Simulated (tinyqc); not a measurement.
Schemes compared: quasiparticle equation with a plasmon-pole self-energy for two band edges.

For each edge E = e + X + Sc(E), with the correlation part Sc(E) = A[0]/(E - a + w) + A[1]/(E - b - w); a and b are the valence and conduction energies that enter the Green function (a = ev, b = ec in the one-shot scheme). Z = 1/(1 - dSc/dE), dSc/dE = -A[0]/(E - a + w)^2 - A[1]/(E - b - w)^2.

Inputs chosen for the exercise (scales of the order of those of Ge; shifted at random, so the results belong to these values and not to a real crystal): ev = 0 eV (mean-field valence top); ec = 0.1 eV (mean-field conduction edge); w = 13.9 eV (pole energy); Av = (30.4, 16.4) eV^2 (weights of the valence state on the hole and electron poles); Ac = (14.5, 33.3) eV^2 (the same for the conduction state); Xv = -1.3 eV (exchange minus the mean-field potential, valence); Xc = 1.87 eV (the same, conduction).

Z = 1; linearised; exact one-shot; energies updated in G (a, b); updated in G and W, where w grows by half of the opening of the gap (a rule chosen for the exercise).

Results (eV):
```
scheme               Ev     Ec    gap  opening
mean field        0.000  0.100  0.100    0.000
Z = 1            -0.284  0.610  0.894    0.794
linearised       -0.229  0.509  0.738    0.638
one-shot, exact  -0.229  0.508  0.737    0.637
update G         -0.229  0.561  0.791    0.691
update G and W   -0.255  0.596  0.851    0.751
```

The openings run from 0.637 (one-shot, exact) to 0.794 eV (Z = 1). Linearising moves the gap by 1 meV, updating G +54 meV and updating W a further +60 meV: once Z is kept, the level of self-consistency matters more than linearising.

Run: tinyqc, `OMP_NUM_THREADS=1 python tinyqc.py 1880849 1880850 out.jsonl`; Intel(R) Xeon(R) Processor @ 2.30GHz, one thread, shared host; about 0.02 s of CPU time with all checks.
